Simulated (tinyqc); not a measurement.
Inside a calculation. Method: G0W0 on RHF in the sto-6g basis, for H2, spin multiplicity 1. One step of it, computed by the program tinyqc.

Question. G0W0 on Hartree-Fock: HOMO. W(p,q,m) = sqrt2 sum_ia (pq|ia) (X+Y)_ia,m; Sigma_c(x) = sum_(i,m) W^2/(x - e_i + w_m) + sum_(a,m) W^2/(x - e_a - w_m); solve x = e_p + Sigma_c(x) by Newton steps; Z = 1/(1 - dSigma/dx); 1 hartree = 27.211386 eV.

orbital energies (hartree): MO1 -0.577936, MO2 0.655642

Two-electron integrals over orbitals (pq|rs), unique and non-zero (hartree):
```
(11|11) 0.672404   (21|21) 0.182173   (22|11) 0.662296   (22|22) 0.696975
```

excitation energies w (hartree): 1.555832

X + Y:
```
            1
1>2  0.890434
```

Give: The 12 largest terms at x = e_p; Newton steps; quasiparticle energy of the HOMO; Hartree-Fock value.

Answer.

The 12 largest terms at x = e_p (hartree; W for the signs of X + Y given):
```
q  m       W     term
2  1  0.2294  -0.0189
```

Newton steps (hartree):
```
step        x  Sigma_c(x)       Z
0     -0.5779     -0.0189  0.9933
1     -0.5967     -0.0187  0.9934
2     -0.5967     -0.0187  0.9934
```

quasiparticle energy of the HOMO = -16.2364 eV

Hartree-Fock value = -15.7264 eV
